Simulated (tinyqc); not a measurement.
# Changing the deposition temperature T_d

Model: thermal stress, cracking, delamination and buckling of a thin film; Griffith cracks and misfitting inclusions. Computed by tinyqc, a small Python program. Command: `OMP_NUM_THREADS=1 python tinyqc.py 3009599 3009600 out.jsonl filmcrack sweep`. One thread of a shared host (Intel(R) Xeon(R) Processor @ 2.30GHz), about 0.01 s of CPU time with the checks.

Isotropic linear elasticity; the substrate is much thicker than the film; stress is positive in tension.

Inputs (values chosen for the exercise, modelled on a tungsten film on silicon): film Young's modulus E = 412 GPa; film Poisson ratio nu = 0.27; film expansion alpha_f = 4.64 1e-6/K; substrate expansion alpha_s = 3.3 1e-6/K; final temperature T = 300 K; intrinsic stress = -790 MPa; film thickness h = 0.49 micrometre; substrate Young's modulus E_s = 152 GPa; substrate Poisson ratio nu_s = 0.2; inclusion radius R = 0.15 micrometre.

Inclusion: sphere.

Method. Thermal strain = (alpha_f - alpha_s)(T_d - T); stress = E/(1 - nu) x strain + intrinsic stress; plane-strain modulus Ebar = E/(1 - nu^2); G0 = stress^2 h/(2 Ebar) is the energy freed per area when a long strip loses its stress across its width. Film material fills a sphere of radius R in the substrate, with the misfit e = thermal strain (it wants to shrink if e > 0). Radial stress at the wall s0 = e/[(1 - 2 nu)/E + (1 + nu_s)/(2 E_s)]; inside it is uniform and hydrostatic; outside s_rr = s0 (R/r)^3, s_tt = -s_rr/2. Keep-out radius: where |s_rr| falls to 10 MPa (R if it is lower at the wall).

One run for each value; columns: (1) deposition temperature T_d (K); (2) film stress (MPa); (3) G0 (J/m^2); (4) radial stress at the wall s0 (MPa); (5) keep-out radius (micrometre):
```
(1)       (2)         (3)     (4)      (5)
350   -752.19  3.1192e-01   13.23  0.16467
585   -574.46  1.8194e-01   75.42  0.29416
702   -485.98  1.3021e-01  106.38  0.32989
820   -396.74  8.6776e-02  137.60  0.35945
938   -307.50  5.2129e-02  168.83  0.38480
1060  -215.23  2.5539e-02  201.11  0.40792
1170  -132.04  9.6121e-03  230.22  0.42672
1290   -41.29  9.3985e-04  261.97  0.44550
```

Give the missing row, deposition temperature T_d (K) = 468.

Computed row; columns: (1) deposition temperature T_d (K); (2) film stress (MPa); (3) G0 (J/m^2); (4) radial stress at the wall s0 (MPa); (5) keep-out radius (micrometre):
```
(1)      (2)         (3)    (4)      (5)
468  -662.95  2.4230e-01  44.46  0.24664
```

Interpolating between the two neighbouring rows (linearly) misses most in keep-out radius (micrometre), by 6.9 %. Over the rows, film stress (MPa) rises from -752 to -41.3 (exponent d ln y / d ln x -0.43 between the first rows and -12 between the last); G0 (J/m^2) falls from 0.312 to 9.40e-4 (exponent d ln y / d ln x -0.87 between the first rows and -24 between the last); radial stress at the wall s0 (MPa) rises from 13.2 to 262 (exponent d ln y / d ln x 4.2 between the first rows and 1.3 between the last). The stress changes by 0.756 MPa per kelvin, E (alpha_f - alpha_s)/(1 - nu).
